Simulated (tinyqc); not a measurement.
Deep trap from a strong local potential in a two-band host (Koster-Slater model with semi-elliptic bands): one step, computed by the program tinyqc. Command: `OMP_NUM_THREADS=1 python tinyqc.py 3029616 3029617 out.jsonl deeptrap walk`. One thread of a shared host (Intel(R) Xeon(R) Processor @ 2.30GHz), about 0.03 s of CPU time with the checks.

The valence band spans -2 W_v to 0 and the conduction band E_g to E_g + 2 W_c. The orbital at the impurity site has weight f_v in the valence band and 1 - f_v in the conduction band, each spread as a semi-ellipse (2/(pi W^2)) sqrt(W^2 - x^2) about the band centre. The impurity adds U to this orbital. Spin is left out.

Task: Green function at the trial energy. In the gap G(E) = f_v (2/W_v^2)[x - sqrt(x^2 - W_v^2)] - (1 - f_v)(2/W_c^2)[y - sqrt(y^2 - W_c^2)], x = E + W_v, y = E_g + W_c - E. The potential that would put a level at E is U = 1/G(E).

Inputs (values chosen for the exercise, with a gap close to that of GaSb): gap E_g = 0.743 eV; half-width of the valence band W_v = 4 eV; half-width of the conduction band W_c = 3 eV; valence weight f_v of the site orbital = 0.58; trial energy E = 0.482 eV.

Give: valence part; conduction part; G(E); potential needed.

Result:

valence part = 0.1784 1/eV

conduction part = -0.1850 1/eV

G(E) = -0.006697 1/eV

potential needed = -149.3 eV
